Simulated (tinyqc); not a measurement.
Decay of LO phonons and the hot-phonon bottleneck in the cooling of electrons: one step, computed by the program tinyqc.

n(E, T) = 1/(exp(E/(k_B T)) - 1) is the Bose occupation. Electrons have a temperature T_e; the LO modes within their reach share one occupation N; the decay products stay at the lattice temperature.

Problem. Spontaneous emission time. Froehlich coupling alpha = (e^2/(4 pi eps_0)) (1/eps_inf - 1/eps_s) k_0/(2 hbar omega), k_0 = sqrt(m* hbar omega/(hbar^2/(2 m_0))); emission time tau_sp = hbar/(2 alpha hbar omega); bottleneck ratio r = (n/N_m) tau/tau_sp.

Inputs (values chosen for the exercise, modelled on indium phosphide):
```
quantity,value,unit
LO energy hbar omega,41.8,meV
lattice temperature T,500,K
electron mass m*,0.0802,m_0
eps_inf,9.76,-
static dielectric constant eps_s,12.8,-
electron density n,9.6e+17,1/cm^3
"density of LO modes that the electrons reach, N_m",1.1e+19,1/cm^3
```

Decay channel: two unequal phonons (Ridley).

phonon lifetime tau = 1.993077 ps

Constants: e^2/(4 pi eps_0) = 14.39964548 eV angstrom; hbar^2/(2 m_0) = 3.80998212 eV angstrom^2; hbar = 6.582119569e-16 eV s.

Give: alpha; emission time tau_sp; bottleneck ratio r.

Solution.

alpha = 0.1243

emission time tau_sp = 63.33 fs

bottleneck ratio r = 2.747

r compares the rate at which electrons exchange quanta with a mode to its decay rate. Exchange outruns decay, so a hot population builds up if the power is high enough.
